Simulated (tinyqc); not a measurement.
Pull-up strength from the switching point.

Problem. Transistor (EKV form, voltages against the body): I = 2 n b Vt^2 [F(vp - Vs) - F(vp - Vd)] from drain to source, F(v) = ln^2(1 + exp(v/(2 Vt))), vp = (Vg - VT + sg |Vd - Vs|)/n. n-channel bodies are at 0; for the p-channel device all voltages are counted down from Vdd. b in uA/V^2 gives I in uA. In an inverter In(Vg = Vd = VM) equals Ip at the switching point VM. Find bp and the current there.

Values chosen for this exercise:
- T = 250 K (temperature)
- Vdd = 0.75 V (supply voltage)
- n = 1.24 (slope factor)
- sg = 0.047 (drain-induced barrier lowering)
- VTn = 0.32 V (n-channel threshold)
- VTp = 0.39 V (p-channel threshold (magnitude))
- bn = 390 uA/V^2 (gain factor of the pull-down transistor)

Constants: q = 1.602176634e-19 C, kB = 1.380649e-23 J/K, Vt = kB T/q. Results are converted to the units shown.

VM = 0.341571164 V

Solution. Ip is proportional to bp, so bp is In(VM) over the p-channel current for unit b.

bp = 390 uA/V^2
current at VM = 0.549 uA

tinyqc, about 0.04 s, one thread, Intel Xeon 2.30GHz (shared host): `OMP_NUM_THREADS=1 python tinyqc.py 2340092 2340093 out.jsonl`
